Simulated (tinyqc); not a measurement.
Worked calculation: hopping conduction between localised states. Computed by tinyqc, a small Python program that keeps every step. Command: `OMP_NUM_THREADS=1 python tinyqc.py 3010292 3010293 out.jsonl hop walk`. One thread of a shared host (Intel(R) Xeon(R) Processor @ 2.30GHz), about 0.01 s of CPU time with the checks. Intermediate numbers are printed to about 7 digits and carried at full precision; extremes and crossings named in words are read from the listed rows.

Energies are counted from the Fermi level. A small network shows the mechanism; the laws of an infinite system follow.

Inputs (values chosen for the exercise, for a model amorphous semiconductor): localisation length xi = 0.5 nm; density of states g_0 = 2.6e+19 1/(eV cm^3); permittivity eps = 13; activation energy E_a to extended states = 0.51 eV; prefactor of activated conduction = 95 S/cm; prefactor of hopping = 1 S/cm; conductance scale G_0 = 1 microsiemens; temperature T = 97 K.

Dimension: 3D.

sites of the small network (nm, nm, meV), columns x, y, energy:
$$\begin{pmatrix}
0 & 1.19 & -3.61 \\
0.98 & 0.02 & -21.11 \\
1.87 & 1.3 & 8.27 \\
2.75 & 0.39 & 52.99 \\
3.52 & 0.92 & 46.74 \\
4.04 & 0.35 & 47.71 \\
5 & 0.54 & -5.28
\end{pmatrix}$$

Constants: k_B = 8.617333262e-05 eV/K; e^2/(4 pi eps_0) = 14.39964548 eV angstrom.

## Pair exponents

Miller-Abrahams exponent s_ij = 2 r_ij/xi + (|E_i| + |E_j| + |E_i - E_j|)/(2 k_B T); G_ij = G_0 exp(-s_ij). The diagonal is set to 0 and not used.

s_ij:
$$\begin{pmatrix}
0.00000 & 8.63030 & 8.91418 & 18.22730 & 20.14494 & 22.64524 & 20.79996 \\
8.63030 & 0.00000 & 9.75088 & 16.09793 & 18.89612 & 20.54420 & 18.73945 \\
8.91418 & 9.75088 & 0.00000 & 11.40301 & 12.36447 & 15.18311 & 14.50483 \\
18.22730 & 16.09793 & 11.40301 & 0.00000 & 10.07851 & 11.50190 & 15.99106 \\
20.14494 & 18.89612 & 12.36447 & 10.07851 & 0.00000 & 8.79398 & 12.33539 \\
22.64524 & 20.54420 & 15.18311 & 11.50190 & 8.79398 & 0.00000 & 10.25390 \\
20.79996 & 18.73945 & 14.50483 & 15.99106 & 12.33539 & 10.25390 & 0.00000
\end{pmatrix}$$

## Kirchhoff solution

Site 1 is held at potential 1 and site 7 at 0; Kirchhoff's law sum_j G_ij (u_i - u_j) = 0 fixes the others; G = sum_j G_1j (1 - u_j). G_ij = G_0 exp(-s_ij).

potentials: [1.000000, 0.986191, 0.945112, 0.385276, 0.272995, 0.230875, 0.000000]

conductance G = 9.856973e-06 microsiemens

-ln(G/G_0) = 11.52733

## Critical path

Critical exponent s_c: the smallest value such that bonds with s_ij <= s_c connect site 1 with site 7.

critical exponent s_c = 11.40301

One such path is 1-3-4-5-6-7. -ln(G/G_0) = 11.53 against s_c = 11.40: the hardest unavoidable hop sets the conductance.

## The network against temperature

Miller-Abrahams exponent s_ij = 2 r_ij/xi + (|E_i| + |E_j| + |E_i - E_j|)/(2 k_B T); G_ij = G_0 exp(-s_ij). Site 1 is held at potential 1 and site 7 at 0; Kirchhoff's law sum_j G_ij (u_i - u_j) = 0 fixes the others; G = sum_j G_1j (1 - u_j). The last column is the length of the critical bond.

Network:
```
T (K)  -ln(G/G_0)       s_c  critical hop (nm)
29       18.28731  18.30590           3.220947
44       16.36493  16.45745           3.220947
68       13.84796  14.10659           1.265899
97       11.52733  11.40301           1.265899
150       9.54397   9.16308           1.265899
240       8.30836   7.65661           1.559006
480       7.39829   6.94632           1.559006
```

-ln(G/G_0) follows s_c within 0.7. The critical hop is 3.22 nm long at the lowest T and 1.56 nm at the highest: on cooling the carrier goes farther to find a site of nearer energy, which is variable-range hopping, though in so small a sample not at every step.

## Variable-range laws

Mott: T_M = 21.2/(k_B g_0 xi^3), exponent (T_M/T)^(1/4), mean hop r = (3/8) xi times the exponent. Efros-Shklovskii: T_ES = 2.8 e^2/(4 pi eps eps_0 k_B xi), exponent (T_ES/T)^(1/2). Coulomb gap width g_0^(1/2) (e^2/(4 pi eps eps_0))^(3/2). The numerical coefficients come from percolation theory and are given.

T_M = 7.569716e+07 K

T_ES = 7198.195 K

Mott exponent = 29.72193

Efros-Shklovskii exponent = 8.614418

mean hop by the Mott formula = 5.572861 nm

Coulomb gap = 5.944281 meV

The larger exponent, here Mott, is the one that limits; the two are equal at T = 0.684 K, below which the Coulomb gap rules.

## Total conductivity

sigma = s_1 exp(-E_a/k_B T) + s_2 exp(-larger of the two exponents); reduced activation energy w = d ln(sigma)/d ln(T) by a central difference of +/- 1 %.

activated part = 3.019401e-25 S/cm

hopping part = 1.235751e-13 S/cm

conductivity = 1.235751e-13 S/cm

reduced activation energy w = 7.430582

Hopping carries 100 %. For sigma = s exp(-(T_0/T)^p), w = p (T_0/T)^p, so the slope of ln w against ln T gives -p.

Checks made by the program: current leaving the first site against current entering the last (relative difference below 1e-10).
